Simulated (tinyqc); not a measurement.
Inside a calculation. Method: UHF in the sto-6g basis, for H3, spin multiplicity 2. Computed by tinyqc, a small Python program that keeps every step (integrals from PySCF). Settings: charge = 0, multiplicity = 2, basis = sto-6g, energy threshold = 1e-09, iteration cap = 82, orthogonalisation = symmetric, start = core, DIIS depth = 4, method = UHF. Command: `OMP_NUM_THREADS=1 python tinyqc.py 26584 26585 out.jsonl` (the two numbers bound the seeds that draw the settings). One thread of a shared host (Intel(R) Xeon(R) Processor @ 2.60GHz), about 0.09 s of CPU time with the checks. Later iterations appear only in the table of the cycle.

## One-electron integrals

Geometry (angstrom):
```
atom       x       y        z
H     0.0000  0.0000   0.0000
H     0.0000  0.0000   1.1650
H     0.0000  0.0000  -1.1650
```

Basis sto-6g: exponents (1/bohr^2) and contraction coefficients of normalised primitives:
```
element  l (shell)  exponent  coefficient
H            s (1)   35.5232       0.0092
H            s (1)    6.5131       0.0494
H            s (1)    1.8221       0.1685
H            s (1)    0.6260       0.3706
H            s (1)    0.2431       0.4165
H            s (1)    0.1001       0.1303
```

Overlap, kinetic and nuclear-attraction integrals over the contracted functions; the nuclear repulsion is the sum of Za Zb / Rab.

nuclear repulsion = 1.135573 hartree

overlap S, order 1H 1s, 2H 1s, 3H 1s:
```
[[1.0000, 0.4053, 0.4053],
 [0.4053, 1.0000, 0.0697],
 [0.4053, 0.0697, 1.0000]]
```

kinetic energy T (hartree), order 1H 1s, 2H 1s, 3H 1s:
```
[[0.7685, 0.0624, 0.0624],
 [0.0624, 0.7685, -0.0114],
 [0.0624, -0.0114, 0.7685]]
```

nuclear attraction V (hartree), order 1H 1s, 2H 1s, 3H 1s:
```
[[-2.1336, -0.7285, -0.7285],
 [-0.7285, -1.9137, -0.1144],
 [-0.7285, -0.1144, -1.9137]]
```

core Hamiltonian H = T + V (hartree), order 1H 1s, 2H 1s, 3H 1s:
```
[[-1.3651, -0.6660, -0.6660],
 [-0.6660, -1.1451, -0.1258],
 [-0.6660, -0.1258, -1.1451]]
```

## Two-electron integrals

Functions are numbered as in S; the eight-fold symmetry (ij|kl) = (ji|kl) = (kl|ij) leaves the list below.

Two-electron integrals (ij|kl) in chemists' order, unique and non-zero (hartree):
```
(11|11) 0.7750   (21|11) 0.2401   (21|21) 0.1009   (22|11) 0.4277
(22|21) 0.2401   (22|22) 0.7750   (31|11) 0.2401   (31|21) 0.0697
(31|22) 0.1235   (31|31) 0.1009   (32|11) 0.0390   (32|21) 0.0140
(32|22) 0.0298   (32|31) 0.0140   (32|32) 0.0023   (33|11) 0.4277
(33|21) 0.1235   (33|22) 0.2269   (33|31) 0.2401   (33|32) 0.0298
(33|33) 0.7750
```

## Orthogonalisation

S = U s U^T; symmetric (Loewdin) form X = U s^(-1/2) U^T, so that X^T S X = 1.

eigenvalues of S: [0.4606, 0.9303, 1.6091]

X, order 1H 1s, 2H 1s, 3H 1s:
```
[[1.1517, -0.2418, -0.2418],
 [-0.2418, 1.0734, 0.0366],
 [-0.2418, 0.0366, 1.0734]]
```

## Starting guess

The start is the orbitals of the core Hamiltonian; D(s) = C_occ C_occ^T for each spin.

D(alpha) at the start, order 1H 1s, 2H 1s, 3H 1s:
```
[[0.5504, 0.1904, 0.1904],
 [0.1904, 0.6033, -0.4716],
 [0.1904, -0.4716, 0.6033]]
```

D(beta) at the start, order 1H 1s, 2H 1s, 3H 1s:
```
[[0.5504, 0.1904, 0.1904],
 [0.1904, 0.0659, 0.0659],
 [0.1904, 0.0659, 0.0659]]
```

## Iteration 1: building the Fock matrix

J_ij = sum D_kl (ij|kl) with D = D(alpha) + D(beta), K_ij = sum D_kl (ik|jl) for each spin; F = H + J - K(s); E = tr D H + tr D J / 2 - 0.5 sum_s tr D(s) K(s) + E_nn.

Coulomb J (hartree), order 1H 1s, 2H 1s, 3H 1s:
```
[[1.7596, 0.6262, 0.6262],
 [0.6262, 1.3940, 0.1022],
 [0.6262, 0.1022, 1.3940]]
```

exchange K(alpha) (hartree), order 1H 1s, 2H 1s, 3H 1s:
```
[[0.6654, 0.3419, 0.3419],
 [0.3419, 0.5932, 0.0185],
 [0.3419, 0.0185, 0.5932]]
```

exchange K(beta) (hartree), order 1H 1s, 2H 1s, 3H 1s:
```
[[0.6319, 0.2793, 0.2793],
 [0.2793, 0.2074, 0.1097],
 [0.2793, 0.1097, 0.2074]]
```

F(alpha) (hartree), order 1H 1s, 2H 1s, 3H 1s:
```
[[-0.2709, -0.3817, -0.3817],
 [-0.3817, -0.3443, -0.0421],
 [-0.3817, -0.0421, -0.3443]]
```

F(beta) (hartree), order 1H 1s, 2H 1s, 3H 1s:
```
[[-0.2373, -0.3191, -0.3191],
 [-0.3191, 0.0415, -0.1333],
 [-0.3191, -0.1333, 0.0415]]
```

total energy of this density = -1.438986 hartree

## Iteration 1: diagonalisation and new density

Diagonalise F' = X^T F X, C = X C', fill 2 alpha and 1 beta electrons from the bottom; D(s) = C_occ C_occ^T. Each column has its largest component positive (the first on a tie).

F' = X^T F X (alpha) (hartree):
```
[[0.0207, -0.3535, -0.3535],
 [-0.3535, -0.2115, 0.1134],
 [-0.3535, 0.1134, -0.2115]]
```

orbital energies (alpha) (hartree): [-0.5422, -0.3248, 0.4647]

coefficients C (alpha), order 1H 1s, 2H 1s, 3H 1s:
```
[[0.5092, 0.0000, 1.0881],
 [0.4263, 0.7331, -0.7020],
 [0.4263, -0.7331, -0.7020]]
```

F' = X^T F X (beta) (hartree):
```
[[0.0298, -0.3545, -0.3545],
 [-0.3545, 0.1948, 0.0068],
 [-0.3545, 0.0068, 0.1948]]
```

orbital energies (beta) (hartree): [-0.3929, 0.1879, 0.6243]

coefficients C (beta), order 1H 1s, 2H 1s, 3H 1s:
```
[[0.6600, 0.0000, 1.0038],
 [0.3212, 0.7331, -0.7559],
 [0.3212, -0.7331, -0.7559]]
```

D(alpha) after iteration 1, order 1H 1s, 2H 1s, 3H 1s:
```
[[0.2593, 0.2171, 0.2171],
 [0.2171, 0.7192, -0.3558],
 [0.2171, -0.3558, 0.7192]]
```

D(beta) after iteration 1, order 1H 1s, 2H 1s, 3H 1s:
```
[[0.4356, 0.2120, 0.2120],
 [0.2120, 0.1032, 0.1032],
 [0.2120, 0.1032, 0.1032]]
```

## Iteration 2: building the Fock matrix

As before.

Coulomb J (hartree), order 1H 1s, 2H 1s, 3H 1s:
```
[[1.6343, 0.6052, 0.6052],
 [0.6052, 1.4181, 0.0989],
 [0.6052, 0.0989, 1.4181]]
```

exchange K(alpha) (hartree), order 1H 1s, 2H 1s, 3H 1s:
```
[[0.5050, 0.3344, 0.3344],
 [0.3344, 0.6743, 0.0390],
 [0.3344, 0.0390, 0.6743]]
```

exchange K(beta) (hartree), order 1H 1s, 2H 1s, 3H 1s:
```
[[0.5764, 0.2801, 0.2801],
 [0.2801, 0.2380, 0.1184],
 [0.2801, 0.1184, 0.2380]]
```

F(alpha) (hartree), order 1H 1s, 2H 1s, 3H 1s:
```
[[-0.2357, -0.3952, -0.3952],
 [-0.3952, -0.4014, -0.0659],
 [-0.3952, -0.0659, -0.4014]]
```

F(beta) (hartree), order 1H 1s, 2H 1s, 3H 1s:
```
[[-0.3071, -0.3409, -0.3409],
 [-0.3409, 0.0349, -0.1453],
 [-0.3409, -0.1453, 0.0349]]
```

total energy of this density = -1.510404 hartree

## Iteration 2: DIIS over 2 matrices

error matrix X^T (FDS - SDF) X (alpha):
```
[[0.0000, 0.0460, 0.0460],
 [-0.0460, 0.0000, 0.0000],
 [-0.0460, 0.0000, 0.0000]]
```

B (overlaps of the stored error matrices):
```
[[1.1272166e-01, 2.3803420e-02],
 [2.3803420e-02, 1.0202057e-02]]
```

Minimise |sum c_i e_i|^2 with sum c_i = 1: solve [B -1; -1 0][c; lambda] = [0; -1] with B_ij = tr e_i^T e_j summed over both spins, and take F = sum c_i F_i.

DIIS coefficients: [-0.1806, 1.1806]

extrapolated F(alpha) (hartree), order 1H 1s, 2H 1s, 3H 1s:
```
[[-0.2294, -0.3977, -0.3977],
 [-0.3977, -0.4117, -0.0702],
 [-0.3977, -0.0702, -0.4117]]
```

extrapolated F(beta) (hartree), order 1H 1s, 2H 1s, 3H 1s:
```
[[-0.3198, -0.3448, -0.3448],
 [-0.3448, 0.0337, -0.1475],
 [-0.3448, -0.1475, 0.0337]]
```

## Iteration 2: diagonalisation and new density

As before.

F' = X^T F X (alpha) (hartree):
```
[[0.0823, -0.3616, -0.3616],
 [-0.3616, -0.2805, 0.0866],
 [-0.3616, 0.0866, -0.2805]]
```

orbital energies (alpha) (hartree): [-0.5855, -0.3671, 0.4740]

coefficients C (alpha), order 1H 1s, 2H 1s, 3H 1s:
```
[[0.4288, 0.0000, 1.1222],
 [0.4762, 0.7331, -0.6692],
 [0.4762, -0.7331, -0.6692]]
```

F' = X^T F X (beta) (hartree):
```
[[-0.0533, -0.3616, -0.3616],
 [-0.3616, 0.1937, -0.0011],
 [-0.3616, -0.0011, 0.1937]]
```

orbital energies (beta) (hartree): [-0.4563, 0.1948, 0.5956]

coefficients C (beta), order 1H 1s, 2H 1s, 3H 1s:
```
[[0.6929, 0.0000, 0.9814],
 [0.2959, 0.7331, -0.7662],
 [0.2959, -0.7331, -0.7662]]
```

D(alpha) after iteration 2, order 1H 1s, 2H 1s, 3H 1s:
```
[[0.1839, 0.2042, 0.2042],
 [0.2042, 0.7642, -0.3107],
 [0.2042, -0.3107, 0.7642]]
```

D(beta) after iteration 2, order 1H 1s, 2H 1s, 3H 1s:
```
[[0.4802, 0.2051, 0.2051],
 [0.2051, 0.0876, 0.0876],
 [0.2051, 0.0876, 0.0876]]
```

## Iteration 3: building the Fock matrix

As before.

Coulomb J (hartree), order 1H 1s, 2H 1s, 3H 1s:
```
[[1.6188, 0.6025, 0.6025],
 [0.6025, 1.4217, 0.0984],
 [0.6025, 0.0984, 1.4217]]
```

exchange K(alpha) (hartree), order 1H 1s, 2H 1s, 3H 1s:
```
[[0.4495, 0.3257, 0.3257],
 [0.3257, 0.6979, 0.0432],
 [0.3257, 0.0432, 0.6979]]
```

exchange K(beta) (hartree), order 1H 1s, 2H 1s, 3H 1s:
```
[[0.5989, 0.2803, 0.2803],
 [0.2803, 0.2259, 0.1151],
 [0.2803, 0.1151, 0.2259]]
```

F(alpha) (hartree), order 1H 1s, 2H 1s, 3H 1s:
```
[[-0.1957, -0.3892, -0.3892],
 [-0.3892, -0.4213, -0.0706],
 [-0.3892, -0.0706, -0.4213]]
```

F(beta) (hartree), order 1H 1s, 2H 1s, 3H 1s:
```
[[-0.3452, -0.3437, -0.3437],
 [-0.3437, 0.0506, -0.1425],
 [-0.3437, -0.1425, 0.0506]]
```

total energy of this density = -1.519000 hartree

## Iteration 3: DIIS over 3 matrices

error matrix X^T (FDS - SDF) X (alpha):
```
[[0.0000, 0.0189, 0.0189],
 [-0.0189, 0.0000, 0.0000],
 [-0.0189, 0.0000, 0.0000]]
```

B (overlaps of the stored error matrices):
```
[[1.1272166e-01, 2.3803420e-02, 7.1064366e-03],
 [2.3803420e-02, 1.0202057e-02, 5.1105770e-03],
 [7.1064366e-03, 5.1105770e-03, 2.9659366e-03]]
```

As before.

DIIS coefficients: [0.2178, -1.8035, 2.5857]

extrapolated F(alpha) (hartree), order 1H 1s, 2H 1s, 3H 1s:
```
[[-0.1400, -0.3766, -0.3766],
 [-0.3766, -0.4404, -0.0727],
 [-0.3766, -0.0727, -0.4404]]
```

extrapolated F(beta) (hartree), order 1H 1s, 2H 1s, 3H 1s:
```
[[-0.3903, -0.3435, -0.3435],
 [-0.3435, 0.0769, -0.1353],
 [-0.3435, -0.1353, 0.0769]]
```

## Iteration 3: diagonalisation and new density

As before.

F' = X^T F X (alpha) (hartree):
```
[[0.1738, -0.3489, -0.3489],
 [-0.3489, -0.3197, 0.0755],
 [-0.3489, 0.0755, -0.3197]]
```

orbital energies (alpha) (hartree): [-0.5710, -0.3952, 0.5006]

coefficients C (alpha), order 1H 1s, 2H 1s, 3H 1s:
```
[[0.3509, 0.0000, 1.1490],
 [0.5209, 0.7331, -0.6350],
 [0.5209, -0.7331, -0.6350]]
```

F' = X^T F X (beta) (hartree):
```
[[-0.1419, -0.3549, -0.3549],
 [-0.3549, 0.2397, 0.0115],
 [-0.3549, 0.0115, 0.2397]]
```

orbital energies (beta) (hartree): [-0.4844, 0.2282, 0.5937]

coefficients C (beta), order 1H 1s, 2H 1s, 3H 1s:
```
[[0.7586, 0.0000, 0.9316],
 [0.2427, 0.7331, -0.7847],
 [0.2427, -0.7331, -0.7847]]
```

D(alpha) after iteration 3, order 1H 1s, 2H 1s, 3H 1s:
```
[[0.1231, 0.1828, 0.1828],
 [0.1828, 0.8088, -0.2662],
 [0.1828, -0.2662, 0.8088]]
```

D(beta) after iteration 3, order 1H 1s, 2H 1s, 3H 1s:
```
[[0.5755, 0.1841, 0.1841],
 [0.1841, 0.0589, 0.0589],
 [0.1841, 0.0589, 0.0589]]
```

## Iteration 4: building the Fock matrix

As before.

Coulomb J (hartree), order 1H 1s, 2H 1s, 3H 1s:
```
[[1.6198, 0.6026, 0.6026],
 [0.6026, 1.4226, 0.0984],
 [0.6026, 0.0984, 1.4226]]
```

exchange K(alpha) (hartree), order 1H 1s, 2H 1s, 3H 1s:
```
[[0.3971, 0.3149, 0.3149],
 [0.3149, 0.7182, 0.0460],
 [0.3149, 0.0460, 0.7182]]
```

exchange K(beta) (hartree), order 1H 1s, 2H 1s, 3H 1s:
```
[[0.6429, 0.2786, 0.2786],
 [0.2786, 0.2009, 0.1078],
 [0.2786, 0.1078, 0.2009]]
```

F(alpha) (hartree), order 1H 1s, 2H 1s, 3H 1s:
```
[[-0.1423, -0.3783, -0.3783],
 [-0.3783, -0.4407, -0.0733],
 [-0.3783, -0.0733, -0.4407]]
```

F(beta) (hartree), order 1H 1s, 2H 1s, 3H 1s:
```
[[-0.3881, -0.3419, -0.3419],
 [-0.3419, 0.0765, -0.1351],
 [-0.3419, -0.1351, 0.0765]]
```

total energy of this density = -1.522657 hartree

## Iteration 4: DIIS over 4 matrices

error matrix X^T (FDS - SDF) X (alpha):
```
[[0.0000, -0.0011, -0.0011],
 [0.0011, 0.0000, 0.0000],
 [0.0011, 0.0000, 0.0000]]
```

B (overlaps of the stored error matrices):
```
[[1.1272166e-01, 2.3803420e-02, 7.1064366e-03, -6.2621421e-04],
 [2.3803420e-02, 1.0202057e-02, 5.1105770e-03, -2.3378037e-04],
 [7.1064366e-03, 5.1105770e-03, 2.9659366e-03, -1.1030533e-04],
 [-6.2621421e-04, -2.3378037e-04, -1.1030533e-04, 5.4711345e-06]]
```

As before.

DIIS coefficients: [0.0209, -0.1453, 0.2333, 0.8910]

extrapolated F(alpha) (hartree), order 1H 1s, 2H 1s, 3H 1s:
```
[[-0.1439, -0.3785, -0.3785],
 [-0.3785, -0.4399, -0.0731],
 [-0.3785, -0.0731, -0.4399]]
```

extrapolated F(beta) (hartree), order 1H 1s, 2H 1s, 3H 1s:
```
[[-0.3867, -0.3420, -0.3420],
 [-0.3420, 0.0758, -0.1353],
 [-0.3420, -0.1353, 0.0758]]
```

## Iteration 4: diagonalisation and new density

As before.

F' = X^T F X (alpha) (hartree):
```
[[0.1707, -0.3504, -0.3504],
 [-0.3504, -0.3184, 0.0758],
 [-0.3504, 0.0758, -0.3184]]
```

orbital energies (alpha) (hartree): [-0.5728, -0.3943, 0.5009]

coefficients C (alpha), order 1H 1s, 2H 1s, 3H 1s:
```
[[0.3542, 0.0000, 1.1480],
 [0.5191, 0.7331, -0.6365],
 [0.5191, -0.7331, -0.6365]]
```

F' = X^T F X (beta) (hartree):
```
[[-0.1389, -0.3536, -0.3536],
 [-0.3536, 0.2378, 0.0109],
 [-0.3536, 0.0109, 0.2378]]
```

orbital energies (beta) (hartree): [-0.4815, 0.2269, 0.5912]

coefficients C (beta), order 1H 1s, 2H 1s, 3H 1s:
```
[[0.7570, 0.0000, 0.9329],
 [0.2441, 0.7331, -0.7842],
 [0.2441, -0.7331, -0.7842]]
```

D(alpha) after iteration 4, order 1H 1s, 2H 1s, 3H 1s:
```
[[0.1254, 0.1838, 0.1838],
 [0.1838, 0.8070, -0.2680],
 [0.1838, -0.2680, 0.8070]]
```

D(beta) after iteration 4, order 1H 1s, 2H 1s, 3H 1s:
```
[[0.5730, 0.1848, 0.1848],
 [0.1848, 0.0596, 0.0596],
 [0.1848, 0.0596, 0.0596]]
```

## Iteration 8 (converged): orbitals

converged F(alpha) (hartree), order 1H 1s, 2H 1s, 3H 1s:
```
[[-0.1442, -0.3788, -0.3788],
 [-0.3788, -0.4400, -0.0732],
 [-0.3788, -0.0732, -0.4400]]
```

converged F(beta) (hartree), order 1H 1s, 2H 1s, 3H 1s:
```
[[-0.3866, -0.3419, -0.3419],
 [-0.3419, 0.0758, -0.1353],
 [-0.3419, -0.1353, 0.0758]]
```

As before.

F' = X^T F X (alpha) (hartree):
```
[[0.1706, -0.3506, -0.3506],
 [-0.3506, -0.3185, 0.0758],
 [-0.3506, 0.0758, -0.3185]]
```

orbital energies (alpha) (hartree): [-0.5732, -0.3943, 0.5012]

coefficients C (alpha), order 1H 1s, 2H 1s, 3H 1s:
```
[[0.3543, 0.0000, 1.1479],
 [0.5190, 0.7331, -0.6366],
 [0.5190, -0.7331, -0.6366]]
```

F' = X^T F X (beta) (hartree):
```
[[-0.1389, -0.3535, -0.3535],
 [-0.3535, 0.2377, 0.0109],
 [-0.3535, 0.0109, 0.2377]]
```

orbital energies (beta) (hartree): [-0.4813, 0.2269, 0.5910]

coefficients C (beta), order 1H 1s, 2H 1s, 3H 1s:
```
[[0.7570, 0.0000, 0.9329],
 [0.2441, 0.7331, -0.7842],
 [0.2441, -0.7331, -0.7842]]
```

D(alpha) after iteration 8, order 1H 1s, 2H 1s, 3H 1s:
```
[[0.1256, 0.1839, 0.1839],
 [0.1839, 0.8068, -0.2681],
 [0.1839, -0.2681, 0.8068]]
```

D(beta) after iteration 8, order 1H 1s, 2H 1s, 3H 1s:
```
[[0.5730, 0.1848, 0.1848],
 [0.1848, 0.0596, 0.0596],
 [0.1848, 0.0596, 0.0596]]
```

## Convergence

Stop when the energy changes by less than 1e-09 hartree and every element of the error matrix X^T (F D S - S D F) X (for each spin) is below 9e-06.

Course of the cycle:
```
iteration  E (hartree)     change  largest element of the error matrix
1            -1.438986          -                             1.57e-01
2            -1.510404  -7.14e-02                             4.60e-02
3            -1.519000  -8.60e-03                             1.96e-02
4            -1.522657  -3.66e-03                             1.12e-03
5            -1.522663  -5.53e-06                             7.24e-05
6            -1.522663  -8.52e-09                             3.35e-05
7            -1.522663  -7.00e-09                             1.79e-06
8            -1.522663  -2.95e-11                             1.47e-08
```

PySCF UHF in the same basis, after a stability check = -1.522663 hartree

Converged in 8 iterations.

## Populations, bond orders and dipole

Mulliken: Z minus the diagonal of D S on the atom; Loewdin: the same with S^(1/2) D S^(1/2); Mayer order: 2 sum_s sum (D(s) S)_ij (D(s) S)_ji over the two atoms.

Charges (e):
```
atom  Mulliken  Loewdin  Mulliken spin
1H      0.0026   0.0116        -0.4481
2H     -0.0013  -0.0058         0.7241
3H     -0.0013  -0.0058         0.7241
```

Mayer bond orders:
```
pair   order
2-1   0.3996
3-1   0.3996
3-2   0.0761
```

dipole moment about the origin, x y z (debye): [0.0000, 0.0000, 0.0000]

<S^2> of the determinant (pure state: 0.75) = 0.8891
